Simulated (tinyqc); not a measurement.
# Six-transistor SRAM cell, nodal equations and margins, step by step

Program tinyqc, `OMP_NUM_THREADS=1 python tinyqc.py 2340101 2340102 out.jsonl`; Intel Xeon 2.30GHz, shared host, one thread, about 0.2 s. Printed values are rounded.

Two cross-coupled inverters (pull-down bn, pull-up bp) hold the nodes Q and QB; access transistors (ba, threshold VTn, gate on the word line at Vdd when selected) join them to the bit lines. Transistor (EKV form, voltages against the body): I = 2 n b Vt^2 [F(vp - Vs) - F(vp - Vd)] from drain to source, F(v) = ln^2(1 + exp(v/(2 Vt))), vp = (Vg - VT + sg |Vd - Vs|)/n. n-channel bodies are at 0; for the p-channel device all voltages are counted down from Vdd. b in uA/V^2 gives I in uA. For an access transistor the bit line is the drain and the node the source. In a read both bit lines are at Vdd. The cell is symmetric (no mismatch).

Values chosen for this exercise:
- T = 400 K (temperature)
- Vdd = 0.6 V (supply voltage)
- n = 1.21 (slope factor)
- sg = 0.028 (drain-induced barrier lowering)
- VTn = 0.27 V (n-channel threshold)
- VTp = 0.35 V (p-channel threshold (magnitude))
- bn = 600 uA/V^2 (gain factor of the pull-down transistor)
- ba = 600 uA/V^2 (gain factor of the access transistor)
- bp = 320 uA/V^2 (gain factor of the pull-up transistor)

Constants: q = 1.602176634e-19 C, kB = 1.380649e-23 J/K, Vt = kB T/q. Results are converted to the units shown.

## Iteration 1: node voltages in a read by Newton steps

(Q, QB) at the start (V): Q 0.0000000, QB 0.6000000

F1 = In(gate QB, drain Q) - Ip(gate QB, drain Q) - Ia(bit line, Q), F2 the same with Q and QB exchanged; J by central differences with +/- 1e-6 V; solve J d = -F, limit each component to +/- 0.15 V and add.

F1, F2 (uA): -30.04231  0.00380

J (uS):
```
          Q      QB
F1  405.611   0.007
F2    0.089  77.440
```

(Q, QB) after iteration 1 (V): Q 0.0740668, QB 0.5998658

## Iteration 2: node voltages in a read by Newton steps

As before.

F1, F2 (uA): -4.147493  0.013942

J (uS):
```
          Q      QB
F1  293.495  46.325
F2    0.521  52.900
```

(Q, QB) after iteration 2 (V): Q 0.0882619, QB 0.5994624

## Course of the iteration: node voltages in a read by Newton steps

Stop when the largest change of (Q, QB) is below 1e-9 V, or after 30 iterations. The rule counts as met only at the stable state with Q low.

Course of the iteration:
```
iteration       Q (V)  largest |change| of one entry (V)
1          0.07406681                             0.0741
2          0.08826188                             0.0142
3          0.08885231                            5.90e-4
4          0.08885346                            1.15e-6
5          0.08885346                           5.46e-12
```

Converged in 5 iterations. At the end the number of correct digits about doubles with each step.

## Read current and disturbance

(Q, QB) (V): Q 0.08885346, QB 0.5993890

Iread = Ia(bit line at Vdd, source Q); cell ratio bn/ba; time to pull a bit line of 20 fF down by 0.1 V at that current.

Iread = 14.46486 uA
cell ratio = 1
time = 138.2661 ps

The read lifts the low node to 88.9 mV, against a balance point of 280 mV.

## The largest square in the read butterfly

c, point 0 to 6 (V): 0.1  0.17  0.24  0.29  0.34  0.37  0.41

f(x) is the node voltage of one half-cell in a read for input x (In - Ip - Ia = 0). Static noise margin: side of the largest square between the curve (x, f(x)) and its mirror image (f(y), y); with h(c) the root x of f(x) - x = c, it is the maximum over c > 0 of h(c) - h(-c) + c.

```
point   h(c) (V)  h(-c) (V)    side (V)
0      0.2485546  0.3298265  0.01872816
1      0.2401248  0.3681970  0.04192781
2      0.2356517  0.4082701  0.06738158
3      0.2304203  0.4384366  0.08198370
4      0.2185720  0.4706371  0.08793487
5      0.2056966  0.4911662  0.08453035
6      0.1801008  0.5200375  0.07006327
```

The maximum over c is 87.95 mV, the read margin; with the word line off (no Ia) the same construction gives 221.1 mV.
